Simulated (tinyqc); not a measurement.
Spreading the carriers over a thicker layer: defect, radiative and Auger recombination at equal electron and hole densities (ABC model).

J/(e d) = Ae n + B n^2 + C n^3 with Ae = A + 4 S/w (four side walls, carriers spread evenly), e = 1.602176634e-19 C, lengths in cm; internal efficiency IQE = B n^2/(Ae n + B n^2 + C n^3); all injected carriers recombine in the layer.

Parameters, chosen for this exercise (orders of magnitude like those quoted for InP; the results hold for these values, not for the real material):
```
symbol  value     unit        meaning
A       15000000  1/s         defect rate
B       9.3e-11   cm^3/s      radiative coefficient
C       5.2e-31   cm^6/s      Auger coefficient
S       0         cm/s        recombination velocity of the side walls
w       4.1       micrometre  side of the square mesa
d       130       nm          active thickness
J       2500      A/cm^2      current density
```

d is multiplied by the factor listed, at the same J.

Results:
```
factor  n (1/cm^3)  defect  radiative    Auger
0.10      1.10e+19  0.0137      0.929   0.0569
0.20      7.79e+18  0.0195      0.940   0.0409
0.50      4.93e+18  0.0308      0.943   0.0260
1.0       3.48e+18  0.0435      0.938   0.0183
2.0       2.44e+18  0.0611      0.926   0.0127
5.0       1.52e+18  0.0951      0.897  0.00764
10        1.06e+18   0.132      0.863  0.00509
20        7.25e+17   0.181      0.815  0.00331
```

The best factor listed is 0.5 (IQE 0.9431); the optimum factor equals J/J_peak = 0.422, a layer of 54.9 nm, since only J/d matters and the peak value 0.943 does not depend on d. A thicker layer trades Auger loss (0.0569 to 0.00331) for defect loss (0.0137 to 0.181).

(tinyqc, `OMP_NUM_THREADS=1 python tinyqc.py 1682435 1682436 out.jsonl`, Intel(R) Xeon(R) Processor @ 2.30GHz, 1 thread, shared host, about 0.01 s.)
